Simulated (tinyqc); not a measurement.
Self-consistent Fermi level with native defects, at growth and after a quench: one step, computed by the program tinyqc. Command: `OMP_NUM_THREADS=1 python tinyqc.py 3016063 3016064 out.jsonl scfermi walk`. One thread of a shared host (Intel(R) Xeon(R) Processor @ 2.30GHz), about 0.06 s of CPU time with the checks.

Energies are counted from the top of the valence band (VBM); when the gap shrinks with temperature the conduction band moves and the levels stay. D and A draw on one reservoir with opposite signs, as the two vacancies of a compound do.

Question. After the quench to T. E_g(T) = E_g - slope x max(0, T - 300 K). N_c = 2 M_c (2 pi m_e k_B T/h^2)^(3/2) and N_v = 2 (2 pi m_h k_B T/h^2)^(3/2), masses in units of m_0. n = N_c F_1/2((E_F - E_g)/k_B T), p = N_v F_1/2(-E_F/k_B T). F_1/2(eta) = (2/sqrt(pi)) int_0^infinity sqrt(x)/(1 + exp(x - eta)) dx, by the trapezoid rule in t = sqrt(x) with step 0.02 up to t = 12 (for eta < -12 by exp(eta) - exp(2 eta)/2^(3/2)). After a quench the totals of D and A stay as grown, and each is shared among its charge states with weights exp(-(E_f(q, 0) + q E_F)/k_B T). Net charge = p - n + sum q c_q; the log ratio is ln(positive charge/negative charge). E_F is the root of the log ratio, by 50 bisections between -0.5 eV and E_g + 0.5 eV.

Inputs (values chosen for the exercise, with bands modelled on InP):
```
quantity                      value  unit
gap E_g at 300 K               1.34    eV
slope -dE_g/dT above 300 K  0.00029  eV/K
electron mass m_e            0.0773   m_0
valleys M_c                       1     -
hole mass m_h                 0.623   m_0
growth temperature T_g         1060     K
temperature of use T            400     K
```

Added shallow dopant: none.

total D = 1.826652e+19 cm^-3

total A = 2.746414e+18 cm^-3

E_f(q, E_F = 0) (eV): D(+2) -0.6412, D(+1) -0.0202, D(0) 0.7578, A(0) 2.6440, A(-1) 2.6952, A(-2) 2.8772, A(-3) 3.3442

Constants: m_0 = 9.1093837015e-31 kg; k_B = 1.380649e-23 J/K; h = 6.62607015e-34 J s; k_B = 8.617333262e-05 eV/K.

Give: E_F after the quench; n after the quench; p after the quench; Frozen defects.

Answer.

E_F after the quench = 0.786 eV

n after the quench = 1.99e+11 cm^-3

p after the quench = 2.40e+09 cm^-3

Frozen defects:
```
state  c (cm^-3)  share of its total
D(+2)   6.84e+16            3.74e-03
D(+1)   8.10e+18            4.44e-01
D(0)    1.01e+19            5.53e-01
A(0)    3.69e-03            1.34e-21
A(-1)   6.61e+06            2.41e-12
A(-2)   2.66e+14            9.68e-05
A(-3)   2.75e+18            1.00e+00
```
